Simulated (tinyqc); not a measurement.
# Offset from the accumulated charge

Problem. Layer 1 (x < 0) accumulates electrons and layer 2 (x > 0) is depleted. Boltzmann statistics. Sheet densities from the first integral: Q1 = sqrt((2 eps0 eps_r Vt N1/q)(exp(u1) - u1 - 1)) extra electrons, Q2 = sqrt((2 eps0 eps_r Vt N2/q)(exp(-u2) + u2 - 1)) missing ones, u = V/Vt; neutrality Q1 = Q2 + si. V1 + V2 = dE + Vt ln[(N2/Nc2)/(N1/Nc1)]. Find V1, V2 and dE.

Parameters, values chosen for the exercise; values of the order of III-V alloys:

| symbol | value | unit | meaning |
|---|---|---|---|
| T | 300 | K | temperature |
| eps_r | 12.6 |  | relative permittivity of both layers |
| Nc1 | 4.1e17 | cm^-3 | density of states of the narrow-gap layer 1 |
| Nc2 | 7.7e17 | cm^-3 | density of states of the wide-gap layer 2 |
| N1 | 4.9e15 | cm^-3 | donor density in layer 1 |
| N2 | 2.5e16 | cm^-3 | donor density in layer 2 |
| si | 0 | cm^-2 | fixed charge at the interface |

Constants: q = 1.602176634e-19 C, kB = 1.380649e-23 J/K, Vt = kB T/q, eps0 = 8.8541878128e-14 F/cm where lengths are in cm. Results are converted to the units shown.

Q1 = 1.1750366e11 cm^-2

Solution. Each sheet density rises steadily with its bending, so Q1 fixes V1 and Q2 = Q1 - si fixes V2.

V1 = 0.06256 V
V2 = 0.06327 V
dE = 0.1000 eV

tinyqc, about 0.1 s, one thread, Intel Xeon 2.30GHz (shared host): `OMP_NUM_THREADS=1 python tinyqc.py 2410167 2410168 out.jsonl`
